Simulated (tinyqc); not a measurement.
# Programming of a floating-gate cell by Fowler-Nordheim tunnelling: effect of the gate voltage

Per tunnel area the floating gate has Ctun = 3.9 eps0/tox to the channel (0 V) and Ccg to the control gate, Ct = Ctun/(1 - ag), no other coupling. With the threshold shift U = -Q/Ccg the field is F = ag (Vg - U)/tox, and dU/dt = J/Ccg. Fowler-Nordheim: J = A F^2 exp(-B/F), A = q^2/(16 pi^2 hbar mo phi) (times 1e14 for A/cm^2 with F in V/nm, emitter mass m0), B = (4/3) sqrt(mo/C) phi^1.5, C = hbar^2/(2 m0).

After 0.0006 s. Exact: exp(B/F(t)) = exp(B/F(0)) + K t, K = A B ag/(Ccg tox), and U = Vg - tox F/ag.

Parameters, values chosen for the exercise; oxide values close to those of silicon dioxide: tunnel barrier phi = 3.02 eV; tunnelling mass mo = 0.48 m0; tunnel oxide thickness tox = 9.1 nm; coupling ratio Ccg/Ct ag = 0.64; threshold shift at the start Vt0 = -2.6 V.

Constants: q = 1.602176634e-19 C, hbar = 1.054571817e-34 J s, m0 = 9.1093837015e-31 kg, eps0 = 8.8541878128e-14 F/cm where lengths are in cm, hbar^2/(2 m0) = 0.0380998212 eV nm^2. Results are converted to the units shown.

Results:
```
Vg (V)	F (V/nm)	J (A/cm^2)	U (V)
10.1	0.88904	6.1866e-5	-2.5411
10.7	0.92165	1.7866e-4	-2.4047
12	0.95501	4.9179e-4	-1.5791
12.6	0.95889	5.5076e-4	-1.0342
13.2	0.96043	5.7595e-4	-0.45611
13.8	0.96106	5.8651e-4	0.13498
14.5	0.96135	5.9152e-4	0.83080
15.1	0.96146	5.9333e-4	1.4293
```

Estimate the missing row, Vg = 11.3 V.

Computed row:
```
Vg (V)	F (V/nm)	J (A/cm^2)	U (V)
11.3	0.94317	3.4600e-4	-2.1107
```

With this row back in the table: U rises from -2.54 to 1.43 V, by 0.23 V a volt between the first two rows and 0.998 between the last two: once K t exceeds exp(B/F(0)) the final field, 0.962 V/nm, no longer depends on Vg. In 2 of the 9 rows the starting field exceeds 12 MV/cm, where the oxide would wear out or break down quickly.

Range of the model: Programming fields of 10 MV/cm and more wear the oxide; trapping and the channel potential are ignored.

Program tinyqc, `OMP_NUM_THREADS=1 python tinyqc.py 2130068 2130069 out.jsonl`; Intel Xeon 2.30GHz, shared host, one thread, about 0.01 s.
